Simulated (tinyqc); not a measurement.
Thin film between two gates, subbands and threshold shift from confinement: two steps of the calculation.

Undoped body with a flat potential across it, hard walls, transport along x. One isotropic valley (g = 1, mx = my = mz = me). Non-parabolicity enters the subband edges through E (1 + al E) = gamma, so E = 2 gamma/(1 + sqrt(1 + 4 al gamma)); motion within a subband is taken as parabolic with the band-edge mass. Energies are counted from the bulk band edge.

Parameters, values chosen for the exercise; masses close to those of In0.53Ga0.47As:

| symbol | value | unit | meaning |
|---|---|---|---|
| T | 300 | K | temperature |
| me | 0.0402 | m0 | mass at the band edge |
| al | 1.3 | 1/eV | non-parabolicity |
| t | 5.9 | nm | film thickness (along z) |
| dl | 0 | nm | widening of the box by penetration into the insulator |

Constants: q = 1.602176634e-19 C, kB = 1.380649e-23 J/K, hbar = 1.054571817e-34 J s, m0 = 9.1093837015e-31 kg, Vt = kB T/q, hbar^2/(2 m0) = 0.0380998212 eV nm^2. Results are converted to the units shown.

Problem 1. Lowest subbands. gamma = C (pi k/(t + dl))^2/mz, C = hbar^2/(2 m0). List the 3 lowest, labelled by quantum numbers, with degeneracy g and N_k: N_k = g sqrt(mx my) m0 kB T/(pi hbar^2).

Find: E_k; g; N_k.

Solution 1.

```
subband  E_k (eV)  g  N_k (cm^-2)
1          0.2109  1     4.341e11
2          0.6027  1     4.341e11
3           1.033  1     4.341e11
```

Problem 2. Threshold shift. Each subband has N_k = g sqrt(mx my) m0 kB T/(pi hbar^2); without degeneracy n = exp(EF/Vt) sum N_k exp(-E_k/Vt). Classical value Nc times t, Nc = sum over valleys of 2 g (m m0 kB T/(2 pi hbar^2))^1.5 with m = (mx my mz)^(1/3). Threshold shift dVT = Vt ln(classical value/sum N_k exp(-E_k/Vt)). Use the subbands listed.

```
subband    E_k (eV)   N_k (cm^-2)
1        0.21089546  4.3412759e11
2        0.60267672  4.3412759e11
3         1.0325178  4.3412759e11
```

Wanted: shares; sum N_k exp(-E_k/Vt); Nc; classical value; dVT.

Solution 2.

shares, subband 1 to 3 (%): 100.0  0.0  0.0
sum N_k exp(-E_k/Vt) = 1.244e8 cm^-2
Nc = 2.023e17 cm^-3
classical value = 1.193e11 cm^-2
dVT = 177.5 mV

Range of the model: Non-parabolicity also makes carriers heavier within each subband, which is left out, so densities of states are understated at high energy.

Program tinyqc, `OMP_NUM_THREADS=1 python tinyqc.py 2350048 2350049 out.jsonl`; Intel Xeon 2.30GHz, shared host, one thread, about 0.02 s.
